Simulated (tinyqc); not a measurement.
CIS and TDHF on RHF in the sto-3g basis, for H3+, spin multiplicity 1, step by step. One step of it, computed by the program tinyqc.

Question. CIS matrix, triplets. A(ia,jb) = (e_a - e_i) d_ij d_ab - (ij|ab).

orbital energies (hartree): MO1 -0.975620, MO2 -0.305970, MO3 0.166850

Two-electron integrals over orbitals (pq|rs), unique and non-zero (hartree):
```
p,q,r,s,(pq|rs)
1,1,1,1,0.560065
2,1,1,1,-0.000010
2,1,2,1,0.145046
2,2,1,1,0.490344
2,2,2,1,0.000017
2,2,2,2,0.552647
3,1,1,1,0.077107
3,1,2,1,2.74e-06
3,1,2,2,-0.053595
3,1,3,1,0.139843
3,2,1,1,4.42e-06
3,2,2,1,-0.132584
3,2,2,2,-0.000015
3,2,3,1,-0.000011
3,2,3,2,0.140153
3,3,1,1,0.565704
3,3,2,1,-0.000018
3,3,2,2,0.499805
3,3,3,1,0.090079
3,3,3,2,0.000012
3,3,3,3,0.606384
```

Give: CIS matrix A, triplet.

Answer.

CIS matrix A, triplet (hartree):
```
,1>2,1>3
1>2,0.1793,0.0000
1>3,0.0000,0.5768
```
